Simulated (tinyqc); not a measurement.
Raising the field: Wannier-Stark ladder of a miniband.

One state in each well j = -(Nw - 1)/2 ... (Nw - 1)/2: H_jj = j e F d, H_(j,j+1) = -W/4; 1 kV/cm = 0.01 meV/angstrom. In an infinite chain the levels are j e F d and the state of well 0 has amplitude J_j(x) in size on well j, x = W/(2 e F d).

Values chosen for the exercise (near those of a non-polar GaN/AlGaN superlattice; shifted at random, so the results belong to these values and not to a real crystal):
```
symbol  value                          unit      meaning
W       22                             meV       miniband width
d       58                             angstrom  period
Nw      11                                       wells
Fs      (4.3, 6, 8.1, 11, 18, 30, 65)  kV/cm     fields
```

Infinite-chain weights beside the middle spacing of the finite stack.

Results:
```
F (kV/cm)  e F d (meV)      x  J_0^2  J_1^2  J_2^2  middle spacing/(e F d)
4.3               2.49  4.411  0.116  0.042  0.061                  1.0979
6.0               3.48  3.161  0.096  0.077  0.235                  1.0109
8.1               4.70  2.341  0.001  0.283  0.177                  1.0009
11                6.38  1.724  0.147  0.335  0.083                  1.0001
18               10.44  1.054  0.549  0.209  0.016                  1.0000
30               17.40  0.632  0.815  0.090  0.002                  1.0000
65               37.70  0.292  0.958  0.021  0.000                  1.0000
```

J_0 vanishes at x = 2.405, F = 7.9 kV/cm, where the line at j = 0 disappears; J_0^2 overtakes J_1^2 for good at x = 1.435, F = 13.2 kV/cm, and reaches 0.96 in the last row. The 11 wells reproduce the middle spacing of the even ladder to 1 % from 8.1 kV/cm on, where the swing W/(e F d) = 2x is 4.7 periods. The lines are seen apart only where e F d exceeds their width, usually a few meV.

Program tinyqc; command `OMP_NUM_THREADS=1 python tinyqc.py 1280562 1280563 out.jsonl`; about 0.01 s on one thread of a shared Intel(R) Xeon(R) Processor @ 2.30GHz.
